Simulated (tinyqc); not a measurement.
Worked calculation: CIS on RHF in the 6-31g basis, for H3-, spin multiplicity 1. The basis has no diffuse functions, so it cannot describe the extra electron: this is an exercise in the method, not the real anion. One step of it, computed by the program tinyqc.

Question. CIS matrix, triplets. A(ia,jb) = (e_a - e_i) d_ij d_ab - (ij|ab).

orbital energies (hartree): MO1 -0.264598, MO2 0.040944, MO3 0.487772, MO4 1.279080, MO5 1.385801, MO6 1.489449

Two-electron integrals over orbitals (pq|rs), unique and non-zero (hartree):
```
(11|11) 0.501555    (21|11) -0.014471   (21|21) 0.107463    (22|11) 0.405521
(22|21) 0.014556    (22|22) 0.413002    (31|11) 0.052584    (31|21) 0.005432
(31|22) -0.018773   (31|31) 0.073542    (32|11) 0.009103    (32|21) -0.065114
(32|22) -0.011238   (32|31) -0.002420   (32|32) 0.059783    (33|11) 0.387993
(33|21) -0.005338   (33|22) 0.336874    (33|31) 0.038558    (33|32) 0.005501
(33|33) 0.351266    (41|11) -0.097382   (41|21) 0.017829    (41|22) -0.053265
(41|31) -0.022587   (41|32) -0.007521   (41|33) -0.046916   (41|41) 0.072515
(42|11) 0.029903    (42|21) -0.021336   (42|22) 0.019556    (42|31) -0.000868
(42|32) 0.010631    (42|33) 0.012263    (42|41) -0.022136   (42|42) 0.024989
(43|11) -0.028712   (43|21) 0.000056    (43|22) -0.006538   (43|31) -0.006344
(43|32) -0.002770   (43|33) -0.010400   (43|41) 0.025878    (43|42) 0.004098
(43|43) 0.035948    (44|11) 0.466390    (44|21) -0.049086   (44|22) 0.358303
(44|31) 0.064909    (44|32) 0.029285    (44|33) 0.372548    (44|41) -0.100256
(44|42) 0.034678    (44|43) -0.025435   (44|44) 0.480446    (51|11) 0.015881
(51|21) 0.047994    (51|22) 0.020768    (51|31) 0.007340    (51|32) -0.024441
(51|33) 0.010073    (51|41) -0.000225   (51|42) -0.024375   (51|43) -0.011133
(51|44) -0.004041   (51|51) 0.048991    (52|11) 0.089141    (52|21) 0.013818
(52|22) 0.088866    (52|31) -0.008747   (52|32) -0.007707   (52|33) 0.040434
(52|41) -0.038188   (52|42) 0.010039    (52|43) 0.002080    (52|44) 0.065633
(52|51) 0.026423    (52|52) 0.081959    (53|11) 0.006654    (53|21) -0.011369
(53|22) -0.002123   (53|31) 0.001798    (53|32) -0.002725   (53|33) 0.000673
(53|41) -0.012758   (53|42) 0.011679    (53|43) -0.003810   (53|44) 0.012261
(53|51) -0.017946   (53|52) -0.010216   (53|53) 0.019313    (54|11) -0.002228
(54|21) -0.068090   (54|22) 0.002380    (54|31) -0.024481   (54|32) 0.039767
(54|33) -0.006748   (54|41) -0.008576   (54|42) 0.020038    (54|43) 0.007764
(54|44) 0.016626    (54|51) -0.038200   (54|52) -0.001272   (54|53) 0.010096
(54|54) 0.059907    (55|11) 0.413228    (55|21) 0.062794    (55|22) 0.429539
(55|31) -0.015424   (55|32) -0.040310   (55|33) 0.333410    (55|41) -0.061859
(55|42) 0.012891    (55|43) -0.002852   (55|44) 0.353949    (55|51) 0.055876
(55|52) 0.132759    (55|53) -0.014494   (55|54) -0.029477   (55|55) 0.514635
(61|11) -0.016944   (61|21) -0.008955   (61|22) 0.040798    (61|31) -0.050386
(61|32) 0.003956    (61|33) -0.016877   (61|41) 0.017157    (61|42) 0.012751
(61|43) 0.034914    (61|44) -0.028588   (61|51) -0.010710   (61|52) 0.037374
(61|53) -0.006955   (61|54) 0.029489    (61|55) 0.054466    (61|61) 0.077758
(62|11) -0.012047   (62|21) 0.066076    (62|22) 0.006525    (62|31) 0.003509
(62|32) -0.034845   (62|33) -0.003352   (62|41) 0.019167    (62|42) -0.029220
(62|43) -0.005600   (62|44) -0.036506   (62|51) 0.050504    (62|52) 0.014914
(62|53) -0.024137   (62|54) -0.050452   (62|55) 0.044618    (62|61) -0.009382
(62|62) 0.065272    (63|11) -0.103694   (63|21) 0.003479    (63|22) -0.059434
(63|31) -0.030276   (63|32) -0.001236   (63|33) -0.055396   (63|41) 0.056242
(63|42) -0.013548   (63|43) 0.019268    (63|44) -0.099824   (63|51) -0.010722
(63|52) -0.040517   (63|53) -0.005679   (63|54) 0.004742    (63|55) -0.071655
(63|61) 0.016932    (63|62) 0.004909    (63|63) 0.056908    (64|11) 0.040013
(64|21) 0.037194    (64|22) -0.031895   (64|31) 0.078907    (64|32) -0.022706
(64|33) 0.034594    (64|41) -0.023898   (64|42) -0.019004   (64|43) -0.030442
(64|44) 0.051763    (64|51) 0.030339    (64|52) -0.026717   (64|53) 0.001571
(64|54) -0.059340   (64|55) -0.029498   (64|61) -0.090028   (64|62) 0.030672
(64|63) -0.031719   (64|64) 0.134852    (65|11) -0.026190   (65|21) 0.110595
(65|22) 0.026396    (65|31) -0.014781   (65|32) -0.073263   (65|33) -0.014490
(65|41) 0.032198    (65|42) -0.036432   (65|43) 0.004260    (65|44) -0.075762
(65|51) 0.068385    (65|52) 0.032215    (65|53) -0.022516   (65|54) -0.074579
(65|55) 0.095459    (65|61) 0.010525    (65|62) 0.087745    (65|63) 0.012250
(65|64) 0.018349    (65|65) 0.155007    (66|11) 0.503046    (66|21) -0.021237
(66|22) 0.420688    (66|31) 0.042096    (66|32) 0.012871    (66|33) 0.389375
(66|41) -0.129514   (66|42) 0.040039    (66|43) -0.034348   (66|44) 0.490925
(66|51) 0.018302    (66|52) 0.115921    (66|53) 0.009326    (66|54) 0.008703
(66|55) 0.452597    (66|61) -0.005072   (66|62) -0.019471   (66|63) -0.123271
(66|64) 0.028315    (66|65) -0.034669   (66|66) 0.559037
```

Give: CIS matrix A, triplet.

Answer.

CIS matrix A, triplet (hartree):
```
        1>3     1>4     1>5     1>6     2>3     2>4     2>5     2>6
1>3   0.364   0.029  -0.007   0.104   0.005   0.000   0.011  -0.003
1>4   0.029   1.077   0.002  -0.040   0.000   0.049   0.068  -0.037
1>5  -0.007   0.002   1.237   0.026   0.011   0.068  -0.063  -0.111
1>6   0.104  -0.040   0.026   1.251  -0.003  -0.037  -0.111   0.021
2>3   0.005   0.000   0.011  -0.003   0.110   0.007   0.002   0.059
2>4   0.000   0.049   0.068  -0.037   0.007   0.880  -0.002   0.032
2>5   0.011   0.068  -0.063  -0.111   0.002  -0.002   0.915  -0.026
2>6  -0.003  -0.037  -0.111   0.021   0.059   0.032  -0.026   1.028
```
